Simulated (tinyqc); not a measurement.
Capacitances against the line height.

Endless row of lines of width wl, height tl and space sl between grounded planes at distance hd; e2 fills the gaps beside the lines, e1 the rest. Laplace's equation is solved on meshes of 3, 6 and 12 steps per unit u and extrapolated (Aitken), which is good to about 0.2 %. C_even (all lines at 1 V) is the capacitance Cg to the planes; C_odd (neighbours in antiphase) = Cg + 4 Cc if only nearest neighbours couple, which defines Cc; total with quiet neighbours Cg + 2 Cc. Plate values 2 eps0 e1 wl/hd and eps0 e2 tl/sl.

Inputs (values chosen for the exercise):
- e1 = 2.4 (relative permittivity above and below the lines)
- e2 = 2.7 (relative permittivity between the lines)
- wl = 4 u (line width, in units u)
- sl = 8 u (space between lines)
- hd = 6 u (distance to each plane)

Constants: eps0 = 8.8541878128e-12 F/m. Results are converted to the units shown.

The same in every row: plate Cg (aF/um) = 28.3.

Capacitances against the line height:
```
tl (u)	Cg (aF/um)	Cc (aF/um)	Cg + 2 Cc (aF/um)	C_odd (aF/um)	plate Cc (aF/um)	share of coupling, 2 Cc/(Cg + 2 Cc) (%)
2	68.8	8.01	84.8	101	5.98	18.9
4	71.9	13.3	98.6	125	12.0	27.1
6	73.3	19.0	111	149	17.9	34.2
8	73.9	24.8	124	173	23.9	40.2
12	74.3	36.7	148	221	35.9	49.7
16	74.4	48.6	172	269	47.8	56.7
```

As tl goes from 2 to 16, Cg rises from 68.8 to 74.4 aF/um, Cc rises from 8.01 to 48.6 aF/um and the share of coupling rises from 18.9 to 56.7 %. Cg is 2.43 times its plate value in the first row and 2.62 times in the last; for Cc the ratios are 1.34 and 1.02. Neighbours in antiphase raise the load by a factor of 1.19 and 1.57 over quiet ones.

tinyqc, about 0.8 s, one thread, Intel Xeon 2.30GHz (shared host): `OMP_NUM_THREADS=1 python tinyqc.py 2790196 2790197 out.jsonl`
